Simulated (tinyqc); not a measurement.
Short-period [001] superlattice in sp3s* tight binding, step by step. Values are carried at full precision from step to step, so a last printed digit may differ when a step is redone from the rounded ones.

sp3s* tight binding, nearest neighbours only: anion (a) at 0, cation (c) at a/4 (1,1,1), orbitals s, px, py, pz, s* on each; k in units of 2 pi/a. With phases e_j = exp(i (pi/2) k.n_j) for n = (1,1,1), (1,-1,-1), (-1,1,-1), (-1,-1,1): g0 = (e1+e2+e3+e4)/4, g1 = (e1+e2-e3-e4)/4, g2 = (e1-e2+e3-e4)/4, g3 = (e1-e2-e3+e4)/4. The diagonal holds the levels Esa, Epa, Exa (s*) and Esc, Epc, Exc. Anion-cation block: <sa|sc> = Vss g0; <sa|xc> = Vsapc g1; <xa|sc> = -Vscpa g1; <xa|xc> = Vxx g0; <xa|yc> = <ya|xc> = Vxy g3, <xa|zc> = <za|xc> = Vxy g2, <ya|zc> = <za|yc> = Vxy g1; <s*a|xc> = Vxapc g1; <xa|s*c> = -Vpaxc g1; y and z take g2 and g3 in place of g1; s-s* and s*-s* vanish.

Parameters, chosen for this exercise (A near a published set for GaAs, B for AlAs; not measured data):
- pA = (-8.319, 1.039, -2.657, 3.66, 8.573, 6.754, -6.438, 1.953, 5.085, 4.468, 5.776, 4.832, 4.802) eV (order Esa, Epa, Esc, Epc, Exa, Exc, Vss, Vxx, Vxy, Vsapc, Vscpa, Vxapc, Vpaxc)
- pB = (-7.547, 0.982, -1.166, 3.589, 7.491, 6.711, -6.662, 1.881, 4.282, 5.117, 5.481, 4.518, 4.998) eV (the same for B)
- dEv = 0.5 eV (valence offset: Ev(B) lies this far below Ev(A))
- n = 1 (monolayers of A)
- m = 1 (monolayers of B)

## Band line-up of the two bulk crystals

Edges on the common scale: Ev, the conduction level at Gamma, the minimum on (kx,0,0) for kx from 0.5 to 1, and the level at X.

Edges (eV):
```
crystal       Ev   Gamma  Delta minimum       X
A         0.0000  1.5474         2.0270  2.0270
B        -0.5000  2.5331         1.7737  1.8108
```

For Gamma electrons A is the well, 0.986 eV deep; for X electrons B is, 0.216 eV deep; holes sit in A.

## Shifted levels

Planes alternate anion, cation along [001], a/4 apart; at zero in-plane momentum s, pz, s* form one block. All levels of A are shifted so that its Ev (lower root of [[Epa, Vxx], [Vxx, Epc]]) is 0, and those of B so that its Ev is -dEv. A monolayer is an anion plane and the cation plane above it; an anion between unlike cations takes the mean of the two anion levels; each bond takes the couplings of its cation. Block from an anion to the cation above: U with Vss/2 (s,s), Vsapc/2 (s,z), -Vscpa/2 (z,s), Vxx/2 (z,z), Vxapc/2 (s*,z), -Vpaxc/2 (z,s*); to the cation below: the same with the s-z and s*-z signs reversed. The cell of n + m monolayers is closed with the phase exp(2 pi i q). No spin-orbit coupling. In this block 2 (n + m) levels are filled.

Parameters in the order Esa, Epa, Esc, Epc, Exa, Exc, Vss, Vxx, Vxy, Vsapc, Vscpa, Vxapc, Vpaxc. Find Ev of each set and shift the levels.

Ev before the shift (eV): A -0.0024, B -0.0030

Levels (eV):
```
plane                  s       p      s*
anion A          -8.3166  1.0414  8.5754
cation A         -2.6546  3.6624  6.7564
anion B          -8.0440  0.4850  6.9940
cation B         -1.6630  3.0920  6.2140
interface anion  -8.1803  0.7632  7.7847
```

## The matrix for n = 1, m = 1 at q = 0

Planes in the order a1, c1, a2, c2, ...; the A cations come first.

H (eV), lower triangle:
```
        sa1     za1     *a1     sc1     zc1    *c1     sa2     za2    *a2     sc2    zc2    *c2
sa1  -8.180
za1       0   0.763
*a1       0       0   7.785
sc1  -3.219  -2.888       0  -2.655
zc1   2.234   0.977   2.416       0   3.662
*c1       0  -2.401       0       0       0  6.756
sa2       0       0       0  -3.219  -2.234      0  -8.180
za2       0       0       0   2.888   0.977  2.401       0   0.763
*a2       0       0       0       0  -2.416      0       0       0  7.785
sc2  -3.331   2.740       0       0       0      0  -3.331  -2.740      0  -1.663
zc2  -2.558   0.941  -2.259       0       0      0   2.558   0.941  2.259       0  3.092
*c2       0   2.499       0       0       0      0       0  -2.499      0       0      0  6.214
```

## Levels of the small cell

Diagonalise (s, pz, s* block of a cell with n = 1, m = 1; px and py are apart). The lowest 4 levels are filled. Give the share of the cation weight of the lowest empty level that lies on the A cations, c1.

levels (eV): -12.385  -10.072  -7.246  -0.248  1.892  1.923  2.414  4.391  6.490  7.785  10.071  11.128

share on A cations = 0.817

The lowest empty level is number 5, at 1.892 eV.

## Checks

- Cell of two equal monolayers against the bulk levels at Gamma and X: they agree to 1e-10 or better.

(tinyqc, `OMP_NUM_THREADS=1 python tinyqc.py 1480936 1480937 out.jsonl`, Intel(R) Xeon(R) Processor @ 2.30GHz, 1 thread, shared host, about 0.2 s.)
